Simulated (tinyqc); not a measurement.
# Worked calculation: MOSFET in the linear regime without short-channel effects, parameter extraction from computed curves

Numbers from tinyqc (`OMP_NUM_THREADS=1 python tinyqc.py 2210112 2210113 out.jsonl`; about 0.01 s on one thread of a shared Intel Xeon 2.30GHz). Printed values are rounded.

Inversion charge Q = Cox n Vt W0(exp((Vg - VT)/(n Vt))), W0 the Lambert function and n = nf; u = Q/Cox; mobility mu = mu0/(1 + th1 u + th2 u^2); channel resistance Rch = (L - dL)/(W mu Q); Id = Vd/(Rch + Rsd/W). Cox = eps0 eox/tox. Small Vd, no channel-length or drain effects.

Values chosen for this exercise; channel values of the order met in silicon transistors:

| symbol | value | unit | meaning |
|---|---|---|---|
| T | 300 | K | temperature |
| eox | 9.22 |  | relative permittivity of the gate insulator (close to aluminium oxide) |
| tox | 7.3 | nm | insulator thickness |
| mu0 | 220 | cm^2/(V s) | low-field mobility |
| th1 | 0.71 | 1/V | first mobility attenuation factor |
| th2 | 0.16 | 1/V^2 | second mobility attenuation factor |
| VT | 0.28 | V | threshold voltage |
| nf | 1.07 |  | body factor |
| W | 10 | um | gate width |
| L | 1.4 | um | drawn gate length |
| dL | 0.011 | um | drawn less effective length |
| Rsd | 82 | ohm um | source plus drain resistance |
| Vd | 0.01 | V | drain voltage |

Constants: q = 1.602176634e-19 C, kB = 1.380649e-23 J/K, Vt = kB T/q, eps0 = 8.8541878128e-14 F/cm where lengths are in cm. Results are converted to the units shown.

## Transfer curve

Vg, point 0 to 11 (V): 0.08  0.18  0.28  0.38  0.48  0.58  0.68  0.78  0.88  0.98  1.08  1.18

u, mu, Rch and Id as defined.

```
point       u (V)  mu (cm^2/(V s))  Rch (ohm)     Id (uA)
0      2.00223e-5          219.997  2.81977e7  3.54638e-4
1      7.25216e-4          219.887  7.78895e5   0.0128386
2       0.0156881          217.568    36389.8    0.274740
3       0.0731137          208.973    8129.35     1.22887
4        0.152736          197.811    4111.08     2.42761
5        0.240210          186.475    2772.89     3.59571
6        0.331315          175.607    2134.82     4.66631
7        0.424462          165.389    1769.29     5.62591
8        0.518905          155.862    1535.74     6.47694
9        0.614240          147.012    1375.48     7.22709
10       0.710223          138.804    1259.93     7.88560
11       0.806700          131.196    1173.58     8.46181
```

## Threshold and mobility at the peak transconductance

gm_i = (Id_(i+1) - Id_(i-1))/(Vg_(i+1) - Vg_(i-1)); at the point j of largest gm the tangent meets the axis at V_ext = Vg_j - Id_j/gm_j; field-effect mobility gm_j L/(W Cox Vd) with the drawn L.

gm, point 1 to 10 (uS): 1.37193  6.08016  10.7644  11.8342  11.1935  10.1510  9.05319  8.00592  7.04331  6.17360
j = 4
V_ext = 0.274865 V
field-effect mobility = 148.153 cm^2/(V s)

V_ext is 5.1 mV below the model VT, and the mobility so found is 33 % below mu0 L/(L - dL) = 222 cm^2/(V s), the value for the drawn L; attenuation, series resistance and the slow approach of Q to a straight line all lower the peak gm.

## The Y function

Y_i = Id_i/sqrt(gm_i). For Id = beta Vd x/(1 + th x), x = Vg - VT, Y = sqrt(beta Vd) x whatever th. Slope s from points 7 and 10; VT_Y = Vg - Y/s at point 10; beta = s^2/Vd; mobility beta L/(W Cox) with the drawn L; th* = (beta Vd x/Id - 1)/x at point 10.

Y, point 1 to 10 (uA^0.5 V^0.5): 0.0109610  0.111420  0.374552  0.705683  1.07474  1.46460  1.86979  2.28910  2.72317  3.17370
s = 4.34638 uA^0.5 V^-0.5
VT_Y = 0.349806 V
beta = 1889.10 uA/V^2
mobility from Y = 236.497 cm^2/(V s)
th* = 1.02613 1/V

The mobility from Y is 6.7 % above mu0 L/(L - dL) = 222 cm^2/(V s), which it should reach in deep inversion when th2 = 0. th* compares with th1 + mu0 Cox Rsd/(L - dL) = 0.725 1/V, since series resistance enters like th1. The match is poor here: at these overdrives Q is not yet a straight line in Vg and th2 bends Y.
